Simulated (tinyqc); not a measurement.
Mirror strength against the number of periods: longitudinal sound in a periodic multilayer: transfer matrices, stop bands and folded phonons. Computed by tinyqc, a small Python program. Command: `OMP_NUM_THREADS=1 python tinyqc.py 3007128 3007129 out.jsonl multilayer walk`. One thread of a shared host (Intel(R) Xeon(R) Processor @ 2.30GHz), about 0.01 s of CPU time with the checks.

Layers 1 and 2 repeat with period d = d_1 + d_2; waves travel normal to the layers, without loss. State vector (u, s): displacement u and stress divided by omega. Impedances Z = rho v are in 1e6 kg/(m^2 s).

Inputs (values chosen for the exercise, modelled on gallium nitride (layer 1), aluminium nitride (layer 2) and silicon (substrate)):
```
quantity            value    unit
density rho_1        6.14  g/cm^3
velocity v_1         8170     m/s
thickness d_1          25      nm
density rho_2        3.28  g/cm^3
velocity v_2        11200     m/s
thickness d_2        34.3      nm
substrate density    2.31  g/cm^3
substrate velocity   8470     m/s
frequency f           128     GHz
```

Method:
- Z = rho v; interface reflection r = (Z_2 - Z_1)/(Z_2 + Z_1) (stress amplitude, from 1 into 2); Bragg frequency f_B = 1/[2 (d_1/v_1 + d_2/v_2)]; long-wave velocity v_eff = d/sqrt[(d_1/v_1)^2 + (d_2/v_2)^2 + (Z_1/Z_2 + Z_2/Z_1)(d_1/v_1)(d_2/v_2)].
- A layer maps (u, s) by [[cos p, sin p/Z], [-Z sin p, cos p]], p = 2 pi f d_i/v_i; one period is M = M_2 M_1, and cos(q d) = trace(M)/2.
- For N periods A = M^N. A wave comes from a thick layer of material 1 and leaves into the substrate (Z_s): transmitted power T = 4 Z_1 Z_s/|Z_1 A_22 + Z_s A_11 - i (Z_1 Z_s A_12 - A_21)|^2, reflected power R = 1 - T.

Bragg frequency f_B = 81.6663 GHz

Z_2 = 36.736

Z_1 = 50.1638

Z of the substrate = 19.5657

trace(M)/2 = 0.190699

Transmitted power:
```
N     T at f_B  T at f_B (dB)   T at f
1      0.97507       -0.10964  0.86611
2      0.97715       -0.10037  0.85148
3      0.81232       -0.90272  0.81865
4      0.57743        -2.3850  0.89738
6      0.21674        -6.6406  0.91582
8     0.067775        -11.689  0.89308
12   0.0057880        -22.375  0.80371
16  4.8006e-04        -33.187  0.80143
24  3.2857e-06        -54.834  0.90003
```

At f_B each further period removes 2.71 dB at large N, which is 20 log10 of the impedance ratio, 2.71 dB, as for a quarter-wave stack; 99 % reflection needs N = 12 among these rows. At f, in a pass band, T does not decay with N.
